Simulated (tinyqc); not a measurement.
## Transfer length from front and end resistance

Problem. A contact of length d and width W has Rc = (Rsh Lt/W) coth(d/Lt) and Re = (Rsh Lt/W)/sinh(d/Lt), with Rsh the sheet resistance under the metal and Lt = sqrt(rc/Rsh). Find Lt, Rsh and rc.

Inputs (values chosen for the exercise):
```
symbol  value  unit         meaning
d        0.04    um  contact length
W         6.5    um   contact width
```

Rc = 1.5331829 ohm
Re = 1.3115325 ohm

Answer. Rc/Re = cosh(d/Lt) gives Lt, and Re then gives Rsh.

Lt = 0.0697 um
Rsh = 74.0 ohm/sq
rc = 3.60e-9 ohm cm^2

tinyqc, about 0.01 s, one thread, Intel Xeon 2.30GHz (shared host): `OMP_NUM_THREADS=1 python tinyqc.py 2760047 2760048 out.jsonl`
